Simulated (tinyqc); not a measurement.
# Trapped share and trap depth from dynamic on-resistance

Problem. Traps remove the share ft of the electrons in the drain access (length Ld, sheet resistance Rsh before stress), so Ron grows by Rsh Ld ft/(1 - ft). The recovery time goes as T^(-2) exp(q Ea/(kB T)). Find ft and Ea.

Parameters, values chosen for the exercise: drain access length Ld = 2 um.

Constants: q = 1.602176634e-19 C, kB = 1.380649e-23 J/K. Results are converted to the units shown.

Ron before and just after an off-state stress (ohm mm): [2.5374846, 2.7291492]
Rsh = 287.49691 ohm
recovery times at 300 and 410 K (s): [2.7, 0.047064060]

Solution. The rise of Ron over Rsh Ld is ft/(1 - ft); ln(t T^2) is linear in 1/T.

ft = 0.250
Ea = 0.330 eV

Program tinyqc, `OMP_NUM_THREADS=1 python tinyqc.py 2570130 2570131 out.jsonl`; Intel Xeon 2.30GHz, shared host, one thread, about 0.02 s.
